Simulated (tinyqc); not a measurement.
Time-dependent dielectric breakdown: cell percolation, Weibull statistics, area scaling and voltage extrapolation: one step, computed by the program tinyqc.

The oxide is divided into columns of area a^2, each holding m = t_ox/a cells (m is taken as continuous). A share lambda(t) = (t/t_1)^alpha of the cells is defective, and a column whose cells are all defective breaks down.

Problem. Weibull parameters from the cell model. Failure fraction F = 1 - (1 - lambda^m)^N with N = A/a^2 columns, which for small lambda^m is 1 - exp(-(t/t63)^beta) with beta = alpha m and t63 = t_1 N^(-1/beta); critical share lambda(t63) = N^(-1/m). 1 um^2 = 1e6 nm^2.

Inputs (values chosen for the exercise, for a model gate oxide):

| quantity | value | unit |
|---|---|---|
| oxide thickness t_ox | 2.5 | nm |
| defect cell size a | 1.2 | nm |
| exponent alpha of defect growth | 0.9 | - |
| time t_1 at which the occupied share would reach 1 | 7.7e+06 | s |
| test area A | 4 | um^2 |

Give: cells per column m; columns N; Weibull slope beta; characteristic life t63; critical share of defective cells.

Solution.

cells per column m = 2.083

columns N = 2.778e+06

Weibull slope beta = 1.875

characteristic life t63 = 2817 s

critical share of defective cells = 8.073e-04

Times between F = 10 % and 90 % span a factor 5.18: the smaller beta = alpha m, the wider the scatter. Caution: t_1 is an input here; in a real oxide it changes with thickness at fixed voltage.
